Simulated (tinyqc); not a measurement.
## Band offsets of oxides on a semiconductor by the charge-neutrality-level model: oxides compared

Each material has a charge-neutrality level at the depth Phi = chi + Eg - CNL below vacuum. For oxide B on semiconductor A, dEc = (chiA - PhiA) - (chiB - PhiB) + S (PhiA - PhiB), dEv = EgB - EgA - dEc, with the pinning factor S = 1/(1 + 0.1 (eps_inf - 1)^2) of the oxide. S = 1 is the affinity rule, S = 0 aligns the two levels.

The same for each oxide, with both limits.

Inputs (values chosen for the exercise); substrate values close to those of gallium arsenide: gap of the semiconductor EgA = 1.39 eV; its electron affinity chiA = 4.04 eV; its charge-neutrality level above the valence edge cA = 0.53 eV.

Oxides (values chosen for the exercise, close to those of the materials named):

|  | Eg (eV) | chi (eV) | CNL above Ev (eV) | eps_inf |
|---|---|---|---|---|
| silicon dioxide | 9.23 | 0.91 | 4.56 | 2.27 |
| silicon nitride | 5.16 | 2.08 | 2.59 | 4.16 |
| aluminium oxide | 8.98 | 1.01 | 5.61 | 3.35 |
| hafnium oxide | 5.85 | 2.45 | 3.77 | 3.89 |
| zirconium oxide | 5.87 | 2.46 | 3.63 | 4.84 |
| titanium oxide | 3.14 | 3.92 | 2.21 | 7.89 |
| tantalum oxide | 4.32 | 3.25 | 3.33 | 4.76 |

Offsets:

|  | S | dEc (eV) | dEv (eV) | dEc, S = 1 (eV) | dEc, S = 0 (eV) |
|---|---|---|---|---|---|
| silicon dioxide | 0.8611 | 3.224 | 4.616 | 3.130 | 3.810 |
| silicon nitride | 0.5004 | 1.835 | 1.935 | 1.960 | 1.710 |
| aluminium oxide | 0.6442 | 2.845 | 4.745 | 3.030 | 2.510 |
| hafnium oxide | 0.5449 | 1.422 | 3.038 | 1.590 | 1.220 |
| zirconium oxide | 0.4041 | 1.461 | 3.019 | 1.580 | 1.380 |
| titanium oxide | 0.1740 | 0.07870 | 1.671 | 0.1200 | 0.07000 |
| tantalum oxide | 0.4143 | 0.4034 | 2.527 | 0.7900 | 0.1300 |

What does the comparison show?

Both offsets exceed 1 eV for: silicon dioxide, silicon nitride, aluminium oxide, hafnium oxide, zirconium oxide. dEc falls short for: titanium oxide, tantalum oxide. The choice of S matters most for silicon dioxide, where the limits differ by 0.680 eV.

Range of the model: The model ignores the chemistry of the actual interface, which can move offsets by several tenths of an eV.

Program tinyqc, `OMP_NUM_THREADS=1 python tinyqc.py 2410069 2410070 out.jsonl`; Intel Xeon 2.30GHz, shared host, one thread, about 0.01 s.
